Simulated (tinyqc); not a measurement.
Worked calculation: Koster-Slater impurity in a tight-binding band, by Green functions and by supercells. Computed by tinyqc, a small Python program that keeps every step. Command: `OMP_NUM_THREADS=1 python tinyqc.py 3009461 3009462 out.jsonl kosterslater walk`. One thread of a shared host (Intel(R) Xeon(R) Processor @ 2.30GHz), about 0.04 s of CPU time with the checks. Intermediate numbers are printed to about 5 digits and carried at full precision; extremes and crossings named in words are read from the listed rows.

One orbital per site, e(k) = -2 t sum cos(k_i) over 3 direction(s), band from -6 t to 6 t, lattice constant 1. One site has the extra energy U. Spin is left out.

Inputs (values chosen for the exercise, for a model band):
```
quantity                  value      unit
hopping t                   1.4        eV
impurity potential U      -6.51        eV
supercell edge N              2     sites
energy inside the band E  -1.83        eV
broadening eta             0.14        eV
impurity concentration c  0.004  per site
```

Lattice: simple cubic.

Constants: hbar = 6.582119569e-16 eV s.

## The host Green function outside the band

Outside the band G0(E) = (1/pi) int_0^pi dk (2/(pi z)) K(16 t^2/z^2), z = E + 2 t cos k, K the complete elliptic integral with parameter m; 200 Gauss-Legendre points. A bound state solves 1/U = G0(E). Energies: 0.05, 0.2, 0.5, 1, 2, 4 and 8 t beyond the band edge on the side of U, rounded to four digits.

Scan on the side of U:
```
E (eV)  G0 (1/eV)  1/U - G0 (1/eV)
-8.47    -0.16746          0.01385
-8.68    -0.15401          0.00040
-9.10    -0.13848         -0.01513
-9.80    -0.12180         -0.03181
-11.20   -0.10067         -0.05294
-14.00   -0.07653         -0.07708
-19.60   -0.05272         -0.10089
```

G0 stays finite at the band edge, 0.252731/t in size, so binding needs |U| > 3.957 t.

## The bound state

Bisection in ln(distance from the edge) between 1e-5 t and |U| + t. Weight on the impurity site: -1/(U^2 dG0/dE), by a central difference with step min(1e-4 t, distance/30). Decay length along an axis: 1/arccosh(1 + distance/(2 t)).

level E_b = -8.6883 eV

distance from the band edge = 0.28829 eV

weight on the impurity site = 0.49706

decay length = 2.2223 sites

The state is shared between the impurity and its surroundings.

## Green function inside the band

Inside the band G0(z), z = E + i eta, comes from the chain form 1/(sqrt(y - 2t) sqrt(y + 2t)) (principal roots) at y = z + 2 t cos k + 2 t cos k', averaged over k and k' in (0, pi) with 200 Gauss-Legendre points each.

G0(E + i eta) = -0.09601-0.31270i 1/eV

## Scattering

T = U/(1 - U G0); phase shift delta = -arg(1 - U G0) in (-pi, pi]; host density of states -Im G0/pi; on the impurity -Im[G0/(1 - U G0)]/pi; lifetime of a band state hbar/(-2 c Im T).

T matrix = -0.5697-3.0930i eV

phase shift delta = 1.3886 rad

host density of states = 0.099535 1/eV

density of states on the impurity = 0.023231 1/eV

scattering lifetime = 26.601 fs

The Born approximation would take Im T = U^2 Im G0 = -13.3 eV, 4.28 times the full value.

## The supercell Hamiltonian at Gamma

H_ij = -t for each bond from i to j, images included (two bonds add when N = 2); H_11 = U; sites are numbered with the last coordinate running fastest. Diagonalise.

H (eV), lower triangle (symmetric):
```
       1      2      3      4      5      6      7     8
1  -6.51
2  -2.80   0.00
3  -2.80   0.00   0.00
4   0.00  -2.80  -2.80   0.00
5  -2.80   0.00   0.00   0.00   0.00
6   0.00  -2.80   0.00   0.00  -2.80   0.00
7   0.00   0.00  -2.80   0.00  -2.80   0.00   0.00
8   0.00   0.00   0.00  -2.80   0.00  -2.80  -2.80  0.00
```

levels (eV): -10.244  -5.450  -2.800  -2.800  1.249  2.800  2.800  7.936

## The level in the supercell

In a periodic cell of N sites along each direction with Bloch vector K, the level solves 1/U = N^-d sum_k 1/(E - e(k)), k_i = (2 pi m_i + K_i)/N, m_i = 0..N-1; the outermost root on the side of U is taken (bisection). d is the number of directions. Gamma means K_i = 0, the zone corner K_i = pi, the quarter point K_i = pi/2. The error is measured against the isolated level E_b.

level at Gamma = -10.244 eV

level at the corner = -6.51 eV

level at the quarter point = -8.4134 eV

error at Gamma = -1.5559 eV

width between Gamma and the corner = 3.7342 eV

Images turn the level into a band 3.73 eV wide; the quarter point misses the isolated level by 0.27 eV, far less than Gamma, because the leading hopping between images averages out there.

## Convergence with cell size

Even N; errors against the isolated level E_b, set to 0 below 1e-6 t.

Error of the level (eV):
```
N   sites        Gamma      corner  quarter point
2       8  -1.5559e+00  2.1783e+00     2.7489e-01
4      64  -3.0720e-01  2.7489e-01     2.0651e-02
6     216  -9.1634e-02  6.7408e-02     2.4322e-03
8     512  -2.9211e-02  2.0651e-02     3.1802e-04
10   1000  -9.4055e-03  6.9335e-03     4.3314e-05
12   1728  -3.0870e-03  2.4322e-03     6.0541e-06
```

The error at Gamma falls exponentially, between the last two resolved rows by exp(-0.557) per site against 1/(decay length) = 0.450; the rest is the power-law prefactor of the Green function. Gamma and the corner err in opposite directions. No listed cell reaches 1 meV at Gamma; at the quarter point N = 8 is enough.

## Phase shift across the band

delta/pi = -arg(1 - U G0)/pi counts the states added below E (Friedel); host DOS = -Im G0/pi, DOS on the impurity = -Im[G0/(1 - U G0)]/pi; 13 evenly spaced energies from -(band edge + |U| + 2t) to +(band edge + |U| + 2t).

Across the spectrum:
```
E (eV)   Re G0 (1/eV)  host DOS (1/eV)  DOS on the impurity (1/eV)  delta/pi
-17.710      -0.05881         0.000161                     0.00042   0.00170
-14.758      -0.07202         0.000248                     0.00088   0.00304
-11.807      -0.09400         0.000450                     0.00298   0.00754
-8.855       -0.14620         0.001653                     0.47642   0.19456
-5.903       -0.19374         0.031732                     0.06484   0.62182
-2.952       -0.20470         0.084719                     0.02722   0.56036
0.000         0.00000         0.099818                     0.01932   0.35501
2.952         0.20470         0.084719                     0.01003   0.20336
5.903         0.19374         0.031732                     0.00573   0.08896
8.855         0.14620         0.001653                     0.00043   0.00551
11.807        0.09400         0.000450                     0.00017   0.00182
14.758        0.07202         0.000248                     0.00011   0.00110
17.710        0.05881         0.000161                     0.00008   0.00076
```

delta/pi starts and ends near zero (+0.002 and +0.001): the impurity moves states but creates none. The level lies only 2.1 eta outside the band, so the broadening smears its step. delta/pi rises at the bound state below the band (-8.688 eV), reaches 0.62 among these rows (1 in the limit of small eta, just above the level) and is paid back by the top of the band.

Checks made by the program: G0 at the level by a direct sum over directions (relative difference below 1e-10); diagonalisation against the k sum (relative difference below 1e-10).
